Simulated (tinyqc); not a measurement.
Changing the fraction x of B: cluster expansion of a binary alloy: correlations, fit, cross-validation and ground states. Computed by tinyqc, a small Python program. Command: `OMP_NUM_THREADS=1 python tinyqc.py 3004428 3004429 out.jsonl clex sweep`. One thread of a shared host (Intel(R) Xeon(R) Processor @ 2.30GHz), about 0.09 s of CPU time with the checks.

s = +1 for A and -1 for B. Energy per site E = J0 + J1 P(point) + sum over clusters of m V P, with P the mean product of spins; V > 0 on a pair favours unlike neighbours. Clusters per site m: pair 1 4, pair 2 3, pair 3 6, triplet 12; the triplet is two first-neighbour bonds closed by a second-neighbour bond. Formation energies are counted from the line between pure A and pure B, which removes J0 and J1.

Inputs (values chosen for the exercise, for a model alloy): first-pair interaction V1 = 13.2 meV; second-pair interaction V2 = -4.3 meV; third-pair interaction V3 = -0.31 meV; triplet interaction Vt = 1.6 meV; temperature T = 1100 K.

Lattice: bcc.

Constants: k_B = 8.617333262e-05 eV/K.

Method. Random alloy: P(pair) = p^2, P(triplet) = p^3, p = 1 - 2x, so H_mix = (p^2 - 1) sum m V(pairs) + (p^3 - p) m Vt; G_mix = H_mix + k_B T [x ln x + (1 - x) ln(1 - x)]. To first order in 1/T the Warren-Cowley parameter of shell 1 is alpha_1 = -(1 - p^2) V_eff/(k_B T), V_eff = V1 + (number of triplets on a first-neighbour bond) p Vt, that number being 6.

One run for each value:
```
fraction x of B  mixing enthalpy H_mix (meV/site)  mixing free energy G_mix (meV/site)   alpha_1
0.05                                     -10.5108                               -29.33  -0.04378
0.15                                     -26.2548                               -66.32  -0.10718
0.25                                     -35.7300                               -89.03  -0.14242
0.35                                     -39.8580                              -101.23  -0.15437
0.55                                     -35.7588                              -100.99  -0.12784
0.65                                     -29.3748                               -90.75  -0.09907
0.75                                     -21.3300                               -74.63  -0.06646
0.85                                     -12.5460                               -52.61  -0.03486
0.95                                      -3.9444                               -22.76  -0.00914
```

Give the missing row, fraction x of B = 0.45.

Computed row:
```
fraction x of B  mixing enthalpy H_mix (meV/site)  mixing free energy G_mix (meV/site)   alpha_1
0.45                                     -39.5604                              -104.79  -0.14789
```

Interpolating between the two neighbouring rows (the first column on a logarithmic scale, the others too where they are positive) misses most in alpha_1, by 5.6 %. Over the rows, mixing enthalpy H_mix (meV/site) goes from -10.5 through a minimum among these rows, -39.9 at 0.350, to -3.94; mixing free energy G_mix (meV/site) goes from -29.3 through a minimum among these rows, -105 at 0.450, to -22.8; alpha_1 goes from -0.0438 through a minimum among these rows, -0.154 at 0.350, to -0.00914. Pairs alone give a parabola symmetric about x = 1/2; the triplet tilts it, and H_mix(0.25) - H_mix(0.75) = -14.4 meV.

Caution (rows 0.350): so large an alpha_1 is beyond the first-order expansion.

Extremes, crossings and ranges named in words are read from the listed rows.
